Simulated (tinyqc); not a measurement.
Worked calculation: RKS/LDA (PW92) in the sto-6g basis, for BeH2, spin multiplicity 1. One step of it, computed by the program tinyqc.

Problem. Iteration 2: building the Kohn-Sham matrix. J_ij = sum D_kl (ij|kl); F = H + J + V_xc; E = tr D H + tr D J / 2 + E_xc + E_nn.

D after iteration 1, lower triangle:
```
,1Be 1s,1Be 2s,1Be 2px,1Be 2py,1Be 2pz,2H 1s,3H 1s
1Be 1s,2.051863
1Be 2s,-0.161664,0.683217
1Be 2px,0.000000,0.000000,0.000000
1Be 2py,0.000000,0.000000,0.000000,0.600526
1Be 2pz,-0.013681,0.035652,0.000000,0.000000,0.002827
2H 1s,-0.196304,0.448590,0.000000,0.410051,0.023590,0.595937
3H 1s,-0.196304,0.448590,0.000000,-0.410051,0.023590,0.001468,0.595937
```

core Hamiltonian H = T + V (hartree), lower triangle:
```
,1Be 1s,1Be 2s,1Be 2px,1Be 2py,1Be 2pz,2H 1s,3H 1s
1Be 1s,-8.694203
1Be 2s,-2.048714,-2.788566
1Be 2px,0.000000,0.000000,-2.275605
1Be 2py,0.000000,0.000000,0.000000,-2.489376
1Be 2pz,-0.002741,-0.022463,0.000000,0.000000,-2.277003
2H 1s,-0.496514,-1.180567,0.000000,-1.245133,-0.103061,-2.146485
3H 1s,-0.496514,-1.180567,0.000000,1.245133,-0.103061,-0.104116,-2.146485
```

Two-electron integrals (ij|kl) in chemists' order, unique and non-zero (hartree):
```
i,j,k,l,(ij|kl)
1,1,1,1,2.299996
2,1,1,1,0.361879
2,1,2,1,0.071926
2,2,1,1,0.570332
2,2,2,1,0.139654
2,2,2,2,0.417773
3,1,3,1,0.015252
3,2,3,1,0.022555
3,2,3,2,0.092340
3,3,1,1,0.570332
3,3,2,1,0.139654
3,3,2,2,0.417773
3,3,3,3,0.450117
4,1,4,1,0.015252
4,2,4,1,0.022555
4,2,4,2,0.092340
4,3,4,3,0.024258
4,4,1,1,0.570332
4,4,2,1,0.139654
4,4,2,2,0.417773
4,4,3,3,0.401601
4,4,4,4,0.450117
5,1,5,1,0.015252
5,2,5,1,0.022555
5,2,5,2,0.092340
5,3,5,3,0.024258
5,4,5,4,0.024258
5,5,1,1,0.570332
5,5,2,1,0.139654
5,5,2,2,0.417773
5,5,3,3,0.401601
5,5,4,4,0.401601
5,5,5,5,0.450117
6,1,1,1,0.089360
6,1,2,1,0.017239
6,1,2,2,0.033304
6,1,3,3,0.033029
6,1,4,1,0.001698
6,1,4,2,0.003282
6,1,4,4,0.033847
6,1,5,1,0.000137
6,1,5,2,0.000265
6,1,5,4,0.000066
6,1,5,5,0.033035
6,1,6,1,0.004370
6,2,1,1,0.205434
6,2,2,1,0.051047
6,2,2,2,0.165152
6,2,3,3,0.159034
6,2,4,1,0.007111
6,2,4,2,0.041134
6,2,4,4,0.177270
6,2,5,1,0.000575
6,2,5,2,0.003326
6,2,5,4,0.001474
6,2,5,5,0.159153
6,2,6,1,0.013502
6,2,6,2,0.095647
6,3,3,1,0.005038
6,3,3,2,0.022641
6,3,4,3,0.007223
6,3,5,3,0.000584
6,3,6,3,0.009016
6,4,1,1,0.217221
6,4,2,1,0.054683
6,4,2,2,0.184960
6,4,3,3,0.174101
6,4,4,1,0.011531
6,4,4,2,0.064154
6,4,4,4,0.206560
6,4,5,1,0.000525
6,4,5,2,0.003356
6,4,5,4,0.002040
6,4,5,5,0.174219
6,4,6,1,0.015206
6,4,6,2,0.122085
6,4,6,4,0.161306
6,5,1,1,0.017563
6,5,2,1,0.004421
6,5,2,2,0.014954
6,5,3,3,0.014076
6,5,4,1,0.000525
6,5,4,2,0.003356
6,5,4,4,0.015533
6,5,5,1,0.005080
6,5,5,2,0.022912
6,5,5,4,0.007341
6,5,5,5,0.015254
6,5,6,1,0.001229
6,5,6,2,0.009871
6,5,6,4,0.012313
6,5,6,5,0.010011
6,6,1,1,0.371530
6,6,2,1,0.094227
6,6,2,2,0.339636
6,6,3,3,0.315090
6,6,4,1,0.015766
6,6,4,2,0.115987
6,6,4,4,0.388249
6,6,5,1,0.001275
6,6,5,2,0.009378
6,6,5,4,0.005915
6,6,5,5,0.315568
6,6,6,1,0.025847
6,6,6,2,0.247878
6,6,6,4,0.336354
6,6,6,5,0.027195
6,6,6,6,0.774999
7,1,1,1,0.089360
7,1,2,1,0.017239
7,1,2,2,0.033304
7,1,3,3,0.033029
7,1,4,1,-0.001698
7,1,4,2,-0.003282
7,1,4,4,0.033847
7,1,5,1,0.000137
7,1,5,2,0.000265
7,1,5,4,-0.000066
7,1,5,5,0.033035
7,1,6,1,0.003959
7,1,6,2,0.011200
7,1,6,4,0.011507
7,1,6,5,0.001025
7,1,6,6,0.020348
7,1,7,1,0.004370
7,2,1,1,0.205434
7,2,2,1,0.051047
7,2,2,2,0.165152
7,2,3,3,0.159034
7,2,4,1,-0.007111
7,2,4,2,-0.041134
7,2,4,4,0.177270
7,2,5,1,0.000575
7,2,5,2,0.003326
7,2,5,4,-0.001474
7,2,5,5,0.159153
7,2,6,1,0.011200
7,2,6,2,0.050779
7,2,6,4,0.051544
7,2,6,5,0.005156
7,2,6,6,0.097363
7,2,7,1,0.013502
7,2,7,2,0.095647
7,3,3,1,0.005038
7,3,3,2,0.022641
7,3,4,3,-0.007223
7,3,5,3,0.000584
7,3,6,3,0.003833
7,3,7,3,0.009016
7,4,1,1,-0.217221
7,4,2,1,-0.054683
7,4,2,2,-0.184960
7,4,3,3,-0.174101
7,4,4,1,0.011531
7,4,4,2,0.064154
7,4,4,4,-0.206560
7,4,5,1,-0.000525
7,4,5,2,-0.003356
7,4,5,4,0.002040
7,4,5,5,-0.174219
7,4,6,1,-0.011507
7,4,6,2,-0.051544
7,4,6,4,-0.050044
7,4,6,5,-0.005154
7,4,6,6,-0.097030
7,4,7,1,-0.015206
7,4,7,2,-0.122085
7,4,7,4,0.161306
7,5,1,1,0.017563
7,5,2,1,0.004421
7,5,2,2,0.014954
7,5,3,3,0.014076
7,5,4,1,-0.000525
7,5,4,2,-0.003356
7,5,4,4,0.015533
7,5,5,1,0.005080
7,5,5,2,0.022912
7,5,5,4,-0.007341
7,5,5,5,0.015254
7,5,6,1,0.001025
7,5,6,2,0.005156
7,5,6,4,0.005154
7,5,6,5,0.004346
7,5,6,6,0.010117
7,5,7,1,0.001229
7,5,7,2,0.009871
7,5,7,4,-0.012313
7,5,7,5,0.010011
7,6,1,1,0.017507
7,6,2,1,0.004233
7,6,2,2,0.012569
7,6,3,3,0.012321
7,6,4,4,0.013042
7,6,5,1,0.000090
7,6,5,2,0.000431
7,6,5,5,0.012344
7,6,6,1,0.001018
7,6,6,2,0.005219
7,6,6,4,0.005994
7,6,6,5,0.000583
7,6,6,6,0.011361
7,6,7,1,0.001018
7,6,7,2,0.005219
7,6,7,4,-0.005994
7,6,7,5,0.000583
7,6,7,6,0.000389
7,7,1,1,0.371530
7,7,2,1,0.094227
7,7,2,2,0.339636
7,7,3,3,0.315090
7,7,4,1,-0.015766
7,7,4,2,-0.115987
7,7,4,4,0.388249
7,7,5,1,0.001275
7,7,5,2,0.009378
7,7,5,4,-0.005915
7,7,5,5,0.315568
7,7,6,1,0.020348
7,7,6,2,0.097363
7,7,6,4,0.097030
7,7,6,5,0.010117
7,7,6,6,0.187620
7,7,7,1,0.025847
7,7,7,2,0.247878
7,7,7,4,-0.336354
7,7,7,5,0.027195
7,7,7,6,0.011361
7,7,7,7,0.774999
```

nuclear repulsion = 3.18030997 hartree

V_xc (hartree), lower triangle:
```
,1Be 1s,1Be 2s,1Be 2px,1Be 2py,1Be 2pz,2H 1s,3H 1s
1Be 1s,-1.414552
1Be 2s,-0.189216,-0.323699
1Be 2px,0.000000,0.000000,-0.291151
1Be 2py,0.000000,0.000000,0.000000,-0.388393
1Be 2pz,-0.000842,-0.009207,0.000000,0.000000,-0.291563
2H 1s,-0.049091,-0.160788,0.000000,-0.199969,-0.016657,-0.438561
3H 1s,-0.049091,-0.160788,0.000000,0.199969,-0.016657,-0.011409,-0.438561
```

E_xc = sum of w rho eps_xc = -3.35021658 hartree

Give: Coulomb J; Kohn-Sham matrix F; total energy of this density.

Solution.

Coulomb J (hartree), lower triangle:
```
,1Be 1s,1Be 2s,1Be 2px,1Be 2py,1Be 2pz,2H 1s,3H 1s
1Be 1s,6.435
1Be 2s,1.179,2.642
1Be 2px,0.000,0.000,2.575
1Be 2py,0.000,0.000,0.000,2.777
1Be 2pz,0.005,0.031,0.000,0.000,2.576
2H 1s,0.289,1.096,0.000,1.257,0.106,2.421
3H 1s,0.289,1.096,0.000,-1.257,0.106,0.083,2.421
```

Kohn-Sham matrix F (hartree), lower triangle:
```
,1Be 1s,1Be 2s,1Be 2px,1Be 2py,1Be 2pz,2H 1s,3H 1s
1Be 1s,-3.673
1Be 2s,-1.058,-0.470
1Be 2px,0.000,0.000,0.008
1Be 2py,0.000,0.000,0.000,-0.101
1Be 2pz,0.001,-0.001,0.000,0.000,0.007
2H 1s,-0.256,-0.246,0.000,-0.188,-0.014,-0.164
3H 1s,-0.256,-0.246,0.000,0.188,-0.014,-0.032,-0.164
```

total energy of this density = -15.59358 hartree

This density is a damped mixture and is not idempotent.
